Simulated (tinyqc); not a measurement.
Equilibrium and kinetic segregation of a solute to boundaries and growing surfaces: one step, computed by the program tinyqc.

Task: Depletion of small grains. With theta the solute fraction on boundary sites and x that in the grains, theta/(1 - theta) = [x/(1 - x)] exp[(Q + z w theta)/(k_B T)]. Finite grains: boundary sites are the fraction f = 3 delta/d, and x0 = (1 - f) x + f theta; solve both equations for theta; share at boundaries = f theta/x0.

Inputs (values chosen for the exercise, modelled on phosphorus in polycrystalline silicon):
```
quantity                               value  unit
segregation energy Q                   0.462    eV
interaction z w (positive attracts)   -0.067    eV
total solute fraction x0             0.00037     -
temperature T                           1150     K
grain size d                             910    nm
boundary thickness delta                0.36    nm
```

Isotherm: Fowler-Guggenheim.

Constants: k_B = 8.617333262e-05 eV/K.

Give: site fraction f; coverage theta; fraction x left in the grains; share of solute at boundaries; enrichment theta/x.

Result:

site fraction f = 0.001187

coverage theta = 0.03314

fraction x left in the grains = 3.311e-04

share of solute at boundaries = 10.63 %

enrichment theta/x = 100.1
